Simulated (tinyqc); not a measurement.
Raising U: Hubbard chain of 3 sites, mean field against exact. Computed by the program tinyqc. Collinear unrestricted mean field (the lowest of 40 random starts) against exact diagonalisation.

one-body matrix (hopping and site energies) (eV):
```
,1,2,3
1,0.0000,-1.7000,0.0000
2,-1.7000,0.0000,-1.7000
3,0.0000,-1.7000,0.0000
```

electrons, up and down: 2  1

Exact and mean-field results (eV):
```
U,U/t,E exact,E mean field,mean |n_up - n_down|,"double occupancy, exact",first gap in the sector
0.850,0.500,-4.30227,-4.28249,0.367,0.188,2.286
1.700,1.000,-3.84802,-3.77126,0.413,0.168,2.148
3.400,2.000,-3.09415,-2.83333,0.556,0.129,1.850
5.100,3.000,-2.52509,-2.11278,0.729,0.096,1.570
10.200,6.000,-1.54145,-1.11670,0.926,0.042,1.003
13.600,8.000,-1.20311,-0.84315,0.958,0.026,0.791
20.400,12.000,-0.82748,-0.56467,0.981,0.013,0.548
34.000,20.000,-0.50499,-0.33957,0.993,4.85e-03,0.336
```

Estimate the missing row, U = 6.8.

Computed row:
```
U        U/t   E exact  E mean field  mean |n_up - n_down|  double occupancy, exact  first gap in the sector
6.800  4.000  -2.10132      -1.64001                 0.837                    0.072                    1.337
```

In absolute terms mean field is worst at U/t = 4.0, 0.461 eV too high: at small U it is nearly exact, and at large U it misses only exchange-scale energies. Relative to the exact energy its error is 0.5 % at the smallest U, 33 % at most and 33 % at the largest. The double occupancy falls from 0.188 to 0.005; at the largest U the first gap is 0.99 times the exchange scale 4t^2/U.
